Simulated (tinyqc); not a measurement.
Oxide trap near a transistor channel: two-state multiphonon kinetics, telegraph noise and bias instability: one step, computed by the program tinyqc. Command: `OMP_NUM_THREADS=1 python tinyqc.py 3005523 3005524 out.jsonl oxidetrap walk`. One thread of a shared host (Intel(R) Xeon(R) Processor @ 2.30GHz), about 0.01 s of CPU time with the checks.

An n-channel device under positive gate bias. The trap is empty (state 1) or holds an electron (state 2); both states are parabolas of equal curvature, and the electron reservoir is taken at the Fermi level of the channel.

Problem. Barriers and time constants. E_21 = E_t - e F x is the energy of state 2 over state 1; barriers E_c = (E_R + E_21)^2/(4 E_R), E_e = E_c - E_21; tau_c = exp(E_c/k_B T)/(k_0 P), tau_e = exp(E_e/k_B T)/(k_0 P), P the tunnelling factor; occupation f_2 = tau_e/(tau_c + tau_e); 1/tau_0 = 1/tau_c + 1/tau_e.

Inputs (values chosen for the exercise, with an insulator like Al2O3 on silicon):

| quantity | value | unit |
|---|---|---|
| trap depth x from the interface | 0.35 | nm |
| trap level above E_F at zero field E_t | 0.11 | eV |
| relaxation energy E_R | 2.4 | eV |
| oxide field F | 3.8 | MV/cm |
| attempt rate k_0 at the interface | 1e+11 | 1/s |
| temperature T | 450 | K |

Parts treated: one trap.

tunnelling factor = 0.05071544

Constants: k_B = 8.617333262e-05 eV/K.

Give: E_21; capture barrier E_c; emission barrier E_e; capture time tau_c; emission time tau_e; occupation f_2; tau_0.

Solution.

E_21 = -0.023 eV

capture barrier E_c = 0.5886 eV

emission barrier E_e = 0.6116 eV

capture time tau_c = 7.698e-04 s

emission time tau_e = 0.001393 s

occupation f_2 = 0.6441

tau_0 = 4.958e-04 s

The two times are within a factor 30 of each other, so the trap switches between both states and shows as telegraph noise.
